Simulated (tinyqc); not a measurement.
Quantum limit of the contact resistance of a two-dimensional channel: one step of the calculation.

Parabolic band with gv valleys, C = hbar^2/(2 m0), eta = (EF - Ec)/(kB T). Landauer picture: each mode conducts 2 q^2/h, and the contacts and the channel add incoherently in series, 1/Tt - 1 = 2 (1/tc - 1) + L/lam for the total transmission Tt.

Question. Resistances. RQ = (h/2q^2)/M for the whole device, R = RQ/Tt; the part of one contact is Rc = RQ (1/tc - 1/2) and the channel adds RQ L/lam.

Parameters, values chosen for the exercise:

| symbol | value | unit | meaning |
|---|---|---|---|
| tc | 1 |  | transmission of each contact |
| lam | 5.2 | nm | back-scattering length of the channel |
| L | 35 | nm | channel length |

Constants: q = 1.602176634e-19 C, h = 6.62607015e-34 J s. Results are converted to the units shown.

M = 44.364101 1/um

Wanted: RQ; Rc; channel; R; Tt.

Answer.

RQ = 290.9 ohm um
Rc = 145.5 ohm um
channel = 1958 ohm um
R = 2249 ohm um
Tt = 0.1294

The two contacts make up 12.9 % of R.

tinyqc, about 0.01 s, one thread, Intel Xeon 2.30GHz (shared host): `OMP_NUM_THREADS=1 python tinyqc.py 2760014 2760015 out.jsonl`
